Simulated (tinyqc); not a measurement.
Inside a calculation: free and nearly free electrons in a metal. Values are carried at full precision from step to step, so a last printed digit may differ when a step is redone from the rounded ones.

The cubic cell holds 4 atoms: n = 4 z/a^3, kF = (3 pi^2 n)^(1/3), EF = c kF^2/m, vF = 2 c kF/(m hbar), c = hbar^2/2m0; rs = (3/(4 pi n))^(1/3)/a0; D(EF) = 3 n/(2 EF).

Constants: hbar^2/2m0 = 3.80998211 eV angstrom^2; hbar = 6.58211957e-16 eV s; a0 (Bohr radius) = 0.5291772105 angstrom; kB = 8.617333262e-05 eV/K.

Parameters, chosen for this exercise (near those of Al; the results hold for these values, not for the real material):
- a = 4.072 angstrom (fcc lattice constant)
- z = 3 (free electrons an atom)
- m = 1 m0 (mass)
- rho = 2.7 micro-ohm cm (bulk resistivity)
- T = 300 K
- V = 0.69 eV (|V_G| for G = (111))
- x = 0.63 (k along G as a share of |G|/2)

## The Fermi sphere

Evaluate the free-electron quantities.

n = 0.17773 1/angstrom^3
kF = 1.7394 1/angstrom
EF = 11.527 eV
vF = 2.014e+06 m/s
rs = 2.085
D(EF) per atom = 0.3904 1/eV

## Relaxation time and mean free path

Drude: 1/rho = n e^2 tau/(m m0) with e = 1.602176634e-19 C and m0 = 9.1093837e-31 kg; mean free path l = vF tau; rho l = hbar kF/(n e^2) = 12 pi^3 hbar/(e^2 S) with S = 4 pi kF^2 does not depend on tau or m.

Use SI units: n in 1/m^3 (1e30 per 1/angstrom^3), rho in ohm m (1e-8 per micro-ohm cm).

tau = 7.40 fs
l = 14.89 nm
rho l = 4.021 1e-16 ohm m^2

Wires lose conductivity to surfaces and grain boundaries, with an excess that scales as rho l over the width and is of the order of rho itself at a width of l = 15 nm.

## Thermal quantities

gamma = (pi^2/3) kB^2 D(EF) per atom, times 96485.33 x 1e3 for mJ/(mol K^2); mu(T) = EF (1 - (pi kB T/EF)^2/12); Wiedemann-Franz kappa = L0 T/rho with L0 = (pi^2/3) (kB/e)^2, kB/e in V/K.

gamma = 0.920 mJ/(mol K^2)
mu - EF = -0.0477 meV
kappa = 271 W/(m K)

## The sphere against the zone faces

Take G = (hkl) 2 pi/a for (111), (200) and (220), with the number of equivalent faces. The Bragg plane of G lies at |G|/2 with |G| = (2 pi/a) sqrt(h^2 + k^2 + l^2). Where kF exceeds it, the sphere cuts the plane in a circle of radius sqrt(kF^2 - G^2/4).

Distance and circle for each G:

| G | faces | \|G\|/2 (1/angstrom) | kF/(\|G\|/2) | circle radius |
|---|---|---|---|---|
| (111) | 8 | 1.3363 | 1.3016 | 1.1134 |
| (200) | 6 | 1.5430 | 1.1273 | 0.8028 |
| (220) | 12 | 2.1822 | 0.7971 | - |

The sphere crosses the (111) and (200) faces, so electrons spill into higher zones.

## Two plane waves near the face

Two plane waves k and k - G, G = (111) (2 pi/a): H = [[c k^2/m, V], [V, c (k - G)^2/m]] with c = hbar^2/2m0.

Build H for k along G, diagonalise, and give the weight of the first wave in the lower state and its velocity along G relative to a free electron, (w k + (1 - w)(k - G))/k.

H (eV):
```
        1        2
1  2.7003   0.6900
2  0.6900  12.7694
```

levels (eV): 2.6532  12.8164

w = 0.9954
v/v_free = 0.9853

The splitting is 10.163 eV here and 2V = 1.38 eV on the face, where the normal velocity vanishes. There the lower band lies at 6.113 eV and the upper at 7.493 eV, both below the free EF of 11.527 eV: the face centre is filled in both bands and band 2 holds electrons here, while band 1 may keep holes at the zone corners.

## Checks

- Lower level against the closed form of the 2 x 2 problem (eV): both 2.6532.
- The product rho l against hbar kF/(n e^2) (1e-16 ohm m^2): both 4.021.

tinyqc: `OMP_NUM_THREADS=1 python tinyqc.py 1681317 1681318 out.jsonl`; about 0.01 s, one thread, shared Intel(R) Xeon(R) Processor @ 2.30GHz.
